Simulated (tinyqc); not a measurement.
From results back to parameters: thresholds of impact ionisation and Auger recombination from band masses. Two cases, with inputs chosen for the exercise.

Problem. For parabolic bands the thresholds of impact ionisation are Eg (1 + 2 mu)/(1 + mu) for electrons and Eg (2 + mu)/(1 + mu) for heavy holes, mu = me/mh. Both are given.

Case 1.

thresholds for electrons and holes (eV): 1.831415  2.983585

Case 2.

thresholds for electrons and holes (eV): 1.626693  2.774307

Find: Eg; mu.

Solution. The sum is 3 Eg; mu = (E_e - Eg)/(2 Eg - E_e).

Case 1.

Eg = 1.605 eV
mu = 0.1642

Case 2.

Eg = 1.467 eV
mu = 0.1222

Computed by tinyqc, one run a case: `OMP_NUM_THREADS=1 python tinyqc.py N N+1 out.jsonl` with N = 1850962, 1850974; one thread of a shared Intel(R) Xeon(R) Processor @ 2.30GHz, about 0.01 s a run at most.
